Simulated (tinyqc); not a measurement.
# Mobility and doping from two currents

Inverse problem. A trap-free film with injecting contacts is fitted, with diffusion neglected, by J = q mu N V/Lf + (9/8) eps0 eps_r mu V^2/Lf^3. Find mu, N and the voltage at which both terms are equal.

Parameters, values chosen for the exercise: relative permittivity eps_r = 16; film thickness Lf = 1600 nm.

Constants: q = 1.602176634e-19 C, eps0 = 8.8541878128e-14 F/cm where lengths are in cm. Results are converted to the units shown.

J at 2.7 and 15 V (A/cm^2): 0.014462334  0.15213526

Solution. J/V is a straight line in V: the slope gives mu and the intercept mu N.

mu = 0.001000 cm^2/(V s)
N = 4.300e15 cm^-3
crossover voltage = 11.07 V

Program tinyqc, `OMP_NUM_THREADS=1 python tinyqc.py 2730138 2730139 out.jsonl`; Intel Xeon 2.30GHz, shared host, one thread, about 6 s.
